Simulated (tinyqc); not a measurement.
## Length offset and series resistance from crossing lines

Inverse problem. R_total = Rs + k (L - dL)/Vo with constant Rs, dL and k. Find k, dL and Rs.

R_total at (L, Vo) = (50, 0.35), (150, 0.35), (50, 0.76) and (150, 0.76), L in nm and Vo in V (ohm um): 457.77143  1229.2000  297.13158  652.39474

Answer. At each overdrive R is a straight line in L with slope k/Vo; the two lines cross at L = dL, R = Rs.

k = 2.70 ohm um V/nm
dL = 11.4 nm
Rs = 160 ohm um

Computed by the program tinyqc: `OMP_NUM_THREADS=1 python tinyqc.py 2282076 2282077 out.jsonl`, one thread of a shared Intel Xeon 2.30GHz, about 0.03 s for the whole run.
